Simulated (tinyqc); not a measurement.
The first four gaps: longitudinal sound in a periodic multilayer: transfer matrices, stop bands and folded phonons. Computed by tinyqc, a small Python program. Command: `OMP_NUM_THREADS=1 python tinyqc.py 3010180 3010181 out.jsonl multilayer walk`. One thread of a shared host (Intel(R) Xeon(R) Processor @ 2.30GHz), about 0.01 s of CPU time with the checks.

Layers 1 and 2 repeat with period d = d_1 + d_2; waves travel normal to the layers, without loss. State vector (u, s): displacement u and stress divided by omega. Impedances Z = rho v are in 1e6 kg/(m^2 s).

Inputs (values chosen for the exercise, modelled on silica (layer 1), silicon nitride (layer 2) and silicon (substrate)): density rho_1 = 2.18 g/cm^3; velocity v_1 = 5900 m/s; thickness d_1 = 505 nm; density rho_2 = 3.05 g/cm^3; velocity v_2 = 9960 m/s; thickness d_2 = 846 nm; substrate density = 2.31 g/cm^3; substrate velocity = 8300 m/s.

Method:
- Z = rho v; interface reflection r = (Z_2 - Z_1)/(Z_2 + Z_1) (stress amplitude, from 1 into 2); Bragg frequency f_B = 1/[2 (d_1/v_1 + d_2/v_2)]; long-wave velocity v_eff = d/sqrt[(d_1/v_1)^2 + (d_2/v_2)^2 + (Z_1/Z_2 + Z_2/Z_1)(d_1/v_1)(d_2/v_2)].
- A layer maps (u, s) by [[cos p, sin p/Z], [-Z sin p, cos p]], p = 2 pi f d_i/v_i; one period is M = M_2 M_1, and cos(q d) = trace(M)/2.
- Gap m contains m f_B; its edges, where trace(M)/2 = (-1)^m, are found by root search. Weak-contrast estimate of the width: (4 f_B/pi) |r sin(m pi a)|, a = (d_1/v_1)/(d_1/v_1 + d_2/v_2).

Bragg frequency f_B = 2.93198 GHz

Z_1 = 12.862

Z_2 = 30.378

interface reflection r = 0.405088

Stop bands (GHz):
```
m  lower edge  upper edge   width  weak-contrast estimate
1       2.153       3.710  1.5570                  1.5122
2       5.855       5.873  0.0182                  0.0182
3       8.018       9.574  1.5567                  1.5120
4      11.710      11.746  0.0364                  0.0364
```

With a = 0.502, gap 1 is the widest and gap 2 the narrowest: the layers are near a quarter wave each at f_B, so the even gaps almost close. The weak-contrast estimate misses the first width by -2.9 % at |r| = 0.41. Odd gaps open at the edge of the folded zone (q = pi/d), even ones at its centre.
